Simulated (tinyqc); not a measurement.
Metal gate on a two-layer dielectric stack with fixed charge and a dipole: one step of the calculation.

Gate, layer 2, layer 1, p-type semiconductor; x runs from the gate inwards. Charges are counted in units of +q. psi is the band bending at the surface, positive towards inversion. Classical charge, Boltzmann statistics, no interface traps.

Task. Flat-band voltage, term by term. EOT = 3.9 (t1/e1 + t2/e2), Cox = eps0/(t1/e1 + t2/e2); phi_ms = pM - (chi + Eg - Vt ln(Nv/Na)). Vfb = phi_ms + Vd - (q/eps0) [Q1 (t1/e1 + t2/e2) + Q2 t2/e2 + r1 (t1^2/(2 e1) + t1 t2/e2) + r2 t2^2/(2 e2)]: each charge counts with its electrical distance from the gate.

Values chosen for this exercise; band and dielectric values close to those of silicon, layer 1 close to silicon dioxide, layer 2 close to hafnium oxide:
```
symbol    value   unit                                               meaning
T           300      K                                           temperature
Eg          1.1     eV                                              band gap
Nv      2.66e19  cm^-3                   valence-band density of states at T
chi        4.12     eV                                     electron affinity
Na         1e17  cm^-3                                      acceptor density
pM         4.77     eV                       work function of the gate metal
t1          1.4     nm       thickness of layer 1, next to the semiconductor
e1         3.87                             relative permittivity of layer 1
t2          5.2     nm                thickness of layer 2, next to the gate
e2         21.5                             relative permittivity of layer 2
Q1       5.8e10  cm^-2           fixed charge at the semiconductor interface
Q2       1.5e12  cm^-2                       fixed charge between the layers
r1       8.9e18  cm^-3                     uniform charge density in layer 1
r2       1.4e18  cm^-3                     uniform charge density in layer 2
Vd         0.33      V  flat-band shift by a dipole layer between the layers
```

Constants: q = 1.602176634e-19 C, kB = 1.380649e-23 J/K, Vt = kB T/q, eps0 = 8.8541878128e-14 F/cm where lengths are in cm. Results are converted to the units shown.

Give: terms; Vfb.

Result.

terms (V): phi_ms -0.3057, dipole 0.3300, Q1 -0.0063, Q2 -0.0656, r1 -0.0953, r2 -0.0159
Vfb = -0.1589 V

Apart from phi_ms the largest term is that of dipole, 330 mV; all charges and the dipole together move Vfb by 147 mV.

Computed by the program tinyqc: `OMP_NUM_THREADS=1 python tinyqc.py 2010172 2010173 out.jsonl`, one thread of a shared Intel Xeon 2.30GHz, about 0.01 s for the whole run.
